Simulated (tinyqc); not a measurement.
Capacitance of parallel on-chip lines from Laplace's equation on a mesh: one step of the calculation.

Cross-section of an endless row of equal lines between two grounded planes; neighbours are driven in antiphase (+1 V and -1 V), so the plane midway between two lines is at 0 V. By symmetry one quarter is solved: x runs from the centre of a line (column 0, mirror) to that midplane (column 4, 0 V), y from the mid-height of the line (row 0, mirror) to the ground plane (row 5, 0 V). The line fills columns 0 to 2 and rows 0 to 2 at 1 V. Cells beside the line (below row 2) have e2, cells above have e1. Each link between nodes has the conductance g = mean permittivity of the two cells beside it (a cell beyond a mirror counts as 0), and the free nodes obey sum g (V_neighbour - V) = 0.

Question. Link conductances. gx[j, i] joins node (row j, column i) to column i + 1, gy[j, i] to row j + 1.

Values chosen for this exercise: relative permittivity above and below the lines e1 = 3.9; relative permittivity between the lines e2 = 2.7.

Give: gx; gy.

Answer.

gx:
```
       col 0  col 1  col 2  col 3
row 0  1.350  1.350  1.350  1.350
row 1  2.700  2.700  2.700  2.700
row 2  3.300  3.300  3.300  3.300
row 3  3.900  3.900  3.900  3.900
row 4  3.900  3.900  3.900  3.900
row 5  1.950  1.950  1.950  1.950
```

gy:
```
       col 0  col 1  col 2  col 3  col 4
row 0  1.350  2.700  2.700  2.700  1.350
row 1  1.350  2.700  2.700  2.700  1.350
row 2  1.950  3.900  3.900  3.900  1.950
row 3  1.950  3.900  3.900  3.900  1.950
row 4  1.950  3.900  3.900  3.900  1.950
```

Program tinyqc, `OMP_NUM_THREADS=1 python tinyqc.py 2790135 2790136 out.jsonl`; Intel Xeon 2.30GHz, shared host, one thread, about 1 s.
